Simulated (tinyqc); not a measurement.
Metal gate on a two-layer dielectric stack with fixed charge and a dipole: one step of the calculation.

Gate, layer 2, layer 1, p-type semiconductor; x runs from the gate inwards. Charges are counted in units of +q. psi is the band bending at the surface, positive towards inversion. Classical charge, Boltzmann statistics, no interface traps.

Problem. Fields and voltage drops. EOT = 3.9 (t1/e1 + t2/e2), Cox = eps0/(t1/e1 + t2/e2); phi_ms = pM - (chi + Eg - Vt ln(Nv/Na)).

Gauss: D = -Qs just inside the semiconductor; going towards the gate subtract q Q1, then q r1 t1, q Q2 and q r2 t2. Field = D/(eps0 e); the drop over a layer is its mean field times its thickness; Vg = phi_ms + Vd + psi + both drops.

Inputs (values chosen for the exercise); band and dielectric values close to those of silicon, layer 1 close to aluminium oxide, layer 2 close to zirconium oxide:
```
symbol    value   unit                                               meaning
T           300      K                                           temperature
Eg         1.11     eV                                              band gap
eps_r      11.8                                        relative permittivity
Nv      2.65e19  cm^-3                   valence-band density of states at T
chi        3.99     eV                                     electron affinity
Na       1.5e17  cm^-3                                      acceptor density
pM         4.63     eV                       work function of the gate metal
t1          0.6     nm       thickness of layer 1, next to the semiconductor
e1         8.91                             relative permittivity of layer 1
t2          2.1     nm                thickness of layer 2, next to the gate
e2         24.8                             relative permittivity of layer 2
Q1       1.4e12  cm^-2           fixed charge at the semiconductor interface
Q2       2.1e11  cm^-2                       fixed charge between the layers
r1            0  cm^-3                     uniform charge density in layer 1
r2      -3.8e18  cm^-3                     uniform charge density in layer 2
Vd            0      V  flat-band shift by a dipole layer between the layers
ps       -0.086      V                 band bending psi of the working point
```

Constants: q = 1.602176634e-19 C, kB = 1.380649e-23 J/K, Vt = kB T/q, eps0 = 8.8541878128e-14 F/cm where lengths are in cm. Results are converted to the units shown.

Qs = 0.17473322 uC/cm^2

Wanted: D; field; drop over layer 2; drop over layer 1; Vg.

Solution.

```
place                        D (uC/cm^2)  field (MV/cm)
layer 2, gate side               -0.3048        -0.1388
layer 2, inner side              -0.4327        -0.1970
layer 1, outer side              -0.3990        -0.5058
layer 1, semiconductor side      -0.3990        -0.5058
semiconductor surface            -0.1747        -0.1672
```

drop over layer 2 = -0.03527 V
drop over layer 1 = -0.03035 V
Vg = -0.4878 V

The same Vg follows from Vfb + psi - Qs/Cox. The largest field, 0.506 MV/cm in size, is at: layer 1, outer side.

Program tinyqc, `OMP_NUM_THREADS=1 python tinyqc.py 2010007 2010008 out.jsonl`; Intel Xeon 2.30GHz, shared host, one thread, about 0.01 s.
